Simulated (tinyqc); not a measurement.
Inside a calculation. Model: frequency dispersion of an accumulation capacitance by border traps, distributed model.

Numbers from tinyqc (`OMP_NUM_THREADS=1 python tinyqc.py 2202225 2202226 out.jsonl`; about 0.3 s on one thread of a shared Intel Xeon 2.30GHz). Printed values are rounded.

Traps spread evenly through the insulator exchange electrons with the semiconductor by tunnelling, with tau(x) = t0 exp(2 ka x) at depth x from the interface. The admittance per area Y seen at depth x obeys dY/dx = -Y^2/(i w eps0 eox) + q Nb ln(1 + i w tau)/tau, with Y(0) = i w Cs and w = 2 pi f; the gate sees Y(tox) = G + i w C. Working variable y = Y/(i w), in uF/cm^2. Cox = eps0 eox/tox.

Parameters, values chosen for the exercise; permittivity close to that of aluminium oxide: relative permittivity of the insulator eox = 8.26; insulator thickness tox = 3.3 nm; semiconductor capacitance in accumulation Cs = 6.3 uF/cm^2; density of border traps Nb = 5.2e18 cm^-3 eV^-1; decay constant of the wave function in the insulator ka = 3.8 1/nm; time constant of a trap at the interface t0 = 2e-9 s; frequency f = 1000 Hz; depth down to which the steps are taken xe = 2.1 nm.

Constants: q = 1.602176634e-19 C, eps0 = 8.8541878128e-14 F/cm where lengths are in cm. Results are converted to the units shown.

## Scales and lumped estimate

Cox; trap-free value 1/(1/Cox + 1/Cs); response depth d = ln(1/(w t0))/(2 ka), where w tau = 1; lumped estimate: all traps within d act as C_bt = q Nb d placed at d/2, so C = 1/{1/[1/(1/Cs + d/(2 eps0 eox)) + C_bt] + (tox - d/2)/(eps0 eox)}.

Cox = 2.216230 uF/cm^2
trap-free C = 1.639487 uF/cm^2
d = 1.484801 nm
C_bt = 0.1237035 uF/cm^2
lumped C = 1.661598 uF/cm^2

The traps within reach amount to 0.0196 Cs and lie in the first 45.0 % of the insulator.

## Midpoint steps through the active depth

In terms of y: dy/dx = -y^2/(eps0 eox) + s(x), s = q Nb ln(1 + z)/z, z = i w tau. 8 midpoint steps of h = xe/8: y_half = y + (h/2) y'(x, y), y(new) = y + h y'(x + h/2, y_half).

| point | x (nm) | s (uF/(cm^2 nm)) | y (uF/cm^2) |
|---|---|---|---|
| 0 | 0 | 0.08331318-0.00000052i | 6.300000+0.000000i |
| 1 | 0.2625 | 0.08331318-0.00000385i | 5.196830+0.000000i |
| 2 | 0.525 | 0.08331317-0.00002830i | 4.418030-0.000003i |
| 3 | 0.7875 | 0.08331249-0.00020804i | 3.842811-0.000021i |
| 4 | 1.05 | 0.08327577-0.00152852i | 3.402424-0.000158i |
| 5 | 1.312500 | 0.08137343-0.01085466i | 3.055397-0.001163i |
| 6 | 1.575 | 0.04634499-0.03352277i | 2.772726-0.007060i |
| 7 | 1.837500 | 0.00857748-0.01531718i | 2.528053-0.011929i |
| 8 | 2.1 | 0.00121255-0.00363076i | 2.319670-0.011734i |

## Capacitance and conductance at the gate

y at xe = 2.319670-0.011734i uF/cm^2

Beyond xe the traps are ignored, so 1/y(tox) = 1/y(xe) + (tox - xe)/(eps0 eox); C = Re y, G/w = -Im y, loss tangent G/(w C).

y at the gate = 1.680188-0.006156i uF/cm^2
C = 1.680188 uF/cm^2
G/w = 0.006156051 uF/cm^2
loss tangent = 0.003663906

A fine integration over the whole insulator gives C = 1.6672 and G/w = 0.006595 uF/cm^2; the coarse G/w is 6.7 % below that. The fine C is 1.7 % above the trap-free value, and the lumped estimate is 0.34 % below the fine result.
